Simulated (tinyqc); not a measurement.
Worked calculation: geometry optimisation on the B3LYP (VWN-RPA form)/sto-3g surface (energies and gradients from PySCF), for BeH+, spin multiplicity 1. Computed by tinyqc, a small Python program that keeps every step (integrals from PySCF). Settings: charge = 1, multiplicity = 1, basis = sto-3g, functional = b3lyp, optimiser = bfgs, first Hessian = 0.6, largest step = 0.3, iteration cap = 30. Command: `OMP_NUM_THREADS=1 python tinyqc.py 30773 30774 out.jsonl` (the two numbers bound the seeds that draw the settings). One thread of a shared host (Intel(R) Xeon(R) Processor @ 2.60GHz), about 1 s of CPU time with the checks.

positions at the start (bohr), order 1Be, 2H:
```
[[0.000000, 0.000000, 0.000000],
 [0.000000, 0.000000, 2.159957]]
```

Stop when the largest gradient component is below 3e-5 hartree/bohr. The inverse Hessian follows the BFGS update with s = step, y = change of gradient.

Course of the optimisation:
```
step   E (hartree)  largest gradient (hartree/bohr)
1     -14.74313260                         1.07e-01
2     -14.76076326                         4.93e-03
3     -14.76081975                         1.65e-03
4     -14.76082703                         4.47e-05
5     -14.76082704                         4.70e-07
```

Can the last value be used, and what does the course show?

Yes. Converged in 5 steps.
